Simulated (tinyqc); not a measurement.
Metal gate on a two-layer dielectric stack with fixed charge and a dipole: two steps of the calculation.

Gate, layer 2, layer 1, p-type semiconductor; x runs from the gate inwards. Charges are counted in units of +q. psi is the band bending at the surface, positive towards inversion. Classical charge, Boltzmann statistics, no interface traps.

Parameters, values chosen for the exercise; band and dielectric values close to those of silicon, layer 1 close to silicon dioxide, layer 2 close to zirconium oxide:
- T = 350 K (temperature)
- Eg = 1.11 eV (band gap)
- eps_r = 11.9 (relative permittivity)
- Nv = 3.38e19 cm^-3 (valence-band density of states at T)
- chi = 4.06 eV (electron affinity)
- Na = 1.1e17 cm^-3 (acceptor density)
- pM = 5.11 eV (work function of the gate metal)
- t1 = 1.4 nm (thickness of layer 1, next to the semiconductor)
- e1 = 3.82 (relative permittivity of layer 1)
- t2 = 3.2 nm (thickness of layer 2, next to the gate)
- e2 = 24.6 (relative permittivity of layer 2)
- Q1 = 2.2e11 cm^-2 (fixed charge at the semiconductor interface)
- Q2 = 1.8e11 cm^-2 (fixed charge between the layers)
- r1 = 0 cm^-3 (uniform charge density in layer 1)
- r2 = 0 cm^-3 (uniform charge density in layer 2)
- Vd = 0.05 V (flat-band shift by a dipole layer between the layers)
- ps = 0.436 V (band bending psi of the working point)

Constants: q = 1.602176634e-19 C, kB = 1.380649e-23 J/K, Vt = kB T/q, eps0 = 8.8541878128e-14 F/cm where lengths are in cm. Results are converted to the units shown.

Question 1. Equivalent thickness and work-function difference. EOT = 3.9 (t1/e1 + t2/e2), Cox = eps0/(t1/e1 + t2/e2); phi_ms = pM - (chi + Eg - Vt ln(Nv/Na)).

Find: EOT; Cox; share of layer 1 in the EOT; phi_ms.

Answer 1.

EOT = 1.937 nm
Cox = 1.783 uF/cm^2
share of layer 1 in the EOT = 73.80 %
phi_ms = 0.1128 V

Question 2. Fields and voltage drops. Gauss: D = -Qs just inside the semiconductor; going towards the gate subtract q Q1, then q r1 t1, q Q2 and q r2 t2. Field = D/(eps0 e); the drop over a layer is its mean field times its thickness; Vg = phi_ms + Vd + psi + both drops.

Qs = -0.12276986 uC/cm^2

Give: D; field; drop over layer 2; drop over layer 1; Vg.

Answer 2.

| place | D (uC/cm^2) | field (MV/cm) |
|---|---|---|
| layer 2, gate side | 0.0587 | 0.0269 |
| layer 2, inner side | 0.0587 | 0.0269 |
| layer 1, outer side | 0.0875 | 0.2588 |
| layer 1, semiconductor side | 0.0875 | 0.2588 |
| semiconductor surface | 0.1228 | 0.1165 |

drop over layer 2 = 0.008621 V
drop over layer 1 = 0.03623 V
Vg = 0.6436 V

The same Vg follows from Vfb + psi - Qs/Cox. The largest field, 0.259 MV/cm in size, is at: layer 1, outer side.

Numbers from tinyqc (`OMP_NUM_THREADS=1 python tinyqc.py 2010171 2010172 out.jsonl`; about 0.01 s on one thread of a shared Intel Xeon 2.30GHz).
